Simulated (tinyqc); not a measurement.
Coherent transport through a tight-binding region between two chains, step by step. One step of it, computed by the program tinyqc.

Question. Transmission at E = 0.16 eV. Surface Green function g = (E - i sqrt(4 t^2 - E^2)) / (2 t^2); self-energy tc^2 g on each contact site; G = (E - H - Sigma)^(-1); Gamma = -2 Im Sigma; T = Gamma_L Gamma_R |G_LR|^2; local density of states -Im G_ii / pi.

H of the central region (eV), lower triangle:
```
,1,2,3
1,-0.670000
2,-0.770000,0.920000
3,0.000000,-1.960000,0.470000
```

Leads: semi-infinite chains with site energy 0:
```
parameter,value
lead hopping t (eV),2.030000
coupling to the left lead (eV),0.390000
coupling to the right lead (eV),0.530000
left contact site,1
right contact site,3
```

E = 0.160000 eV

Give: g; G; local density of states; transmission.

Answer.

g = 0.019-0.492i 1/eV

G (1/eV), lower triangle:
```
,1,2,3
1,1.268-0.162i
2,-0.079+0.051i,0.090-0.047i
3,-0.529+0.083i,0.576-0.038i,0.431-0.047i
```

local density of states (1/eV): 0.052  0.015  0.015

transmission = 0.012
